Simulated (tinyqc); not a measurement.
Inside a calculation. Method: sp3 tight binding, zinc-blende lattice. One step of it, computed by the program tinyqc.

Problem. Bloch Hamiltonian at G. Slater-Koster rules over the four bonds with direction cosines (l, m, n): ss V_ss; s-px l V_sp; px-s -l V_sp; px-px l^2 V_pps + (1 - l^2) V_ppp; px-py l m (V_pps - V_ppp); each times exp(i k.d).

Parameters chosen for this model: zinc-blende lattice, anion at 0, cation at a/4 (1,1,1); V = eta hbar^2 / (m d^2), hbar^2/m = 7.619964 eV angstrom^2:
```
parameter          value      unit
a               3.910000  angstrom
d               1.693080  angstrom
Es anion      -15.400000        eV
Ep anion       -8.090000        eV
Es cation     -13.380000        eV
Ep cation      -7.030000        eV
eta ss         -1.320000
eta sp          1.420000
eta pp sigma    2.220000
eta pp pi      -0.630000
V ss           -3.508909        eV
V sp            3.774735        eV
V pp sigma      5.901346        eV
V pp pi        -1.674706        eV
```

k point G (2 pi / a): 0  0  0

Give: H(k) at G.

Solution.

H(k) at G (eV), lower triangle:
```
           a s     a px     a py     a pz       c s     c px     c py     c pz
a s   -15.4000
a px    0.0000  -8.0900
a py    0.0000   0.0000  -8.0900
a pz    0.0000   0.0000   0.0000  -8.0900
c s   -14.0356   0.0000   0.0000   0.0000  -13.3800
c px    0.0000   3.4026   0.0000   0.0000    0.0000  -7.0300
c py    0.0000   0.0000   3.4026   0.0000    0.0000   0.0000  -7.0300
c pz    0.0000   0.0000   0.0000   3.4026    0.0000   0.0000   0.0000  -7.0300
```
